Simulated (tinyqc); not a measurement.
Pair of shallow donors (hydrogen-like orbitals): sweeps and comparisons. A value that a table varies takes the place of the one given here.

Each donor has the orbital exp(-r/a); energy unit Ha* = q/(eps a), q = e^2/(4 pi eps0), so that a lone donor is bound by Ha*/2; x = R/a. One electron: S = (1 + x + x^2/3) exp(-x), j = 1/x - (1 + 1/x) exp(-2x), k = (1 + x) exp(-x); levels E(+/-) = -1/2 - (j +/- k)/(1 +/- S) in Ha*, without the repulsion of the ions, split by D = |E(-) - E(+)|. In six valleys the overlaps S and k are multiplied by v = [cos(K Rx) + cos(K Ry) + cos(K Rz)]/3, K = k0 (2 pi/a_lat), for isotropic envelopes and the symmetric valley state.

Two electrons, Heitler-London: with S' = (1 - x + x^2/3) exp(x), C = 1/x - exp(-2x)(1/x + 11/8 + 3x/4 + x^2/6), X = (1/5){exp(-2x)(25/8 - 23x/4 - 3x^2 - x^3/3) + (6/x)[S^2 (0.5772157 + ln x) + S'^2 Ei(-4x) - 2 S S' Ei(-2x)]}, Q = C - 2j + 1/x and A = X - 2 S k + S^2/x, the singlet and triplet lie at (Q +/- w A)/(1 +/- w S^2) from two lone donors, with the valley weight w = v^2; the exchange is J = triplet - singlet.

Constants: e^2/(4 pi eps0) = 14.39964547 eV angstrom.

Values chosen for the exercise (near those of two donors in Si; not measured data):

| symbol | value | unit | meaning |
|---|---|---|---|
| a | 16 | angstrom | orbital radius |
| eps | 11.6 |  | dielectric constant |
| a_lat | 5.431 | angstrom | lattice constant |
| k0 | 0.842 | 2 pi/a_lat | valley position |
| sites | ((9.5, 9.5, 0), (10, 10, 0), (10.5, 10.5, 0), (11, 11, 0), (11.5, 11.5, 0), (12, 12, 0), (12.5, 12.5, 0), (13, 13, 0), (13.5, 13.5, 0), (14, 14, 0)) | a_lat | positions of the second donor |
| Ns | (0.051, 0.13, 0.31, 0.76, 1.8, 3.8, 7.6) | x 1e18/cm^3 | donor densities |
| n | (21.5, 0.5, 0) | a_lat | separation vector |

## Lattice sites along [110]

D and J for each site, and for v = 1.

Results:

| site | R (angstrom) | v | D (meV) | J (micro-eV) | J for v = 1 |
|---|---|---|---|---|---|
| (9.5, 9.5, 0) | 73.0 | 1.000 | 4.66 | 678 | 678 |
| (10, 10, 0) | 76.8 | -0.251 | 0.959 | 29.6 | 470 |
| (10.5, 10.5, 0) | 80.6 | 0.694 | 2.21 | 156 | 324 |
| (11, 11, 0) | 84.5 | 0.283 | 0.745 | 17.8 | 222 |
| (11.5, 11.5, 0) | 88.3 | 0.061 | 0.132 | 0.563 | 152 |
| (12, 12, 0) | 92.2 | 0.863 | 1.55 | 76.8 | 103 |
| (12.5, 12.5, 0) | 96.0 | -0.325 | 0.479 | 7.38 | 69.9 |
| (13, 13, 0) | 99.8 | 0.962 | 1.17 | 43.6 | 47.1 |
| (13.5, 13.5, 0) | 103.7 | -0.114 | 0.113 | 0.411 | 31.7 |
| (14, 14, 0) | 107.5 | 0.491 | 0.398 | 5.13 | 21.3 |

Over these sites the envelope alone changes J by a factor 31.9, and the valley factor v^2 by 270; J runs from 0.411 at (13.5, 13.5, 0) to 678 micro-eV at (9.5, 9.5, 0). Along [110] only two valleys keep their phase, so v = (1 + 2 cos)/3 can pass through zero. J does not fall steadily with distance.

## From lone donors to an impurity band (impurity band of shallow donors (Hubbard estimate))

Donors on a simple cubic lattice of spacing R = N^(-1/3) (1/angstrom^3 = 1e24/cm^3), Ha* = q/(eps a), q = e^2/(4 pi eps0), x = R/a. Hopping t = Ha* (1 + x) exp(-x), band width B = 12 t, on-site repulsion U = (5/8) Ha*; the gap closes near B/U = 1.15. Valley factors and disorder are left out.

Results:

| N (1e18/cm^3) | R (angstrom) | N^(1/3) a | t (meV) | B (meV) | B/U |
|---|---|---|---|---|---|
| 0.051 | 269.7 | 0.059 | 6.64e-05 | 0.000797 | 1.64e-05 |
| 0.13 | 197.4 | 0.081 | 0.00454 | 0.0544 | 0.00112 |
| 0.31 | 147.8 | 0.108 | 0.0775 | 0.930 | 0.0192 |
| 0.76 | 109.6 | 0.146 | 0.646 | 7.75 | 0.160 |
| 1.8 | 82.2 | 0.195 | 2.80 | 33.5 | 0.692 |
| 3.8 | 64.1 | 0.250 | 7.08 | 84.9 | 1.75 |
| 7.6 | 50.9 | 0.315 | 13.5 | 162 | 3.34 |

B/U passes 1.15 between 1.8 and 3.8 x 1e18/cm^3; the root is x = 4.52, N^(1/3) a = 0.221, N = 2.6 x 1e18/cm^3, below the 4.3 that the empirical rule N^(1/3) a = 0.26 gives; the estimate is rough, since random positions, the overlap of the orbitals and screening are left out. While N grows by 149 times, t grows by 2.03e+05 times.

## What each parameter does

x, D = |E(-) - E(+)| and J. Each row changes one parameter from the base and keeps the others.

Results:

| case | x | D (meV) | J (micro-eV) |
|---|---|---|---|
| base | 7.300 | 0.1518 | 0.752 |
| a = 17.6 angstrom | 6.636 | 0.2422 | 2.09 |
| eps = 12.8 | 7.300 | 0.1376 | 0.681 |
| k0 = 0.822 2 pi/a_lat | 7.300 | 0.05170 | 0.0872 |
| n = (22.5, 0.5, 0) a_lat | 7.639 | 0.1311 | 0.563 |

The largest shifts from the base row, up to three for each result and ties (the steps differ in size, so this ranks the rows, not the parameters). x: a -0.664, n +0.339; unchanged at the printed digits by eps and k0. D (meV): k0 -0.100, a +0.0903, n -0.0207. J (micro-eV): a +1.33, k0 -0.665, n -0.188.

(tinyqc, `OMP_NUM_THREADS=1 python tinyqc.py 1252663 1252664 out.jsonl`, Intel(R) Xeon(R) Processor @ 2.30GHz, 1 thread, shared host, about 0.01 s.)
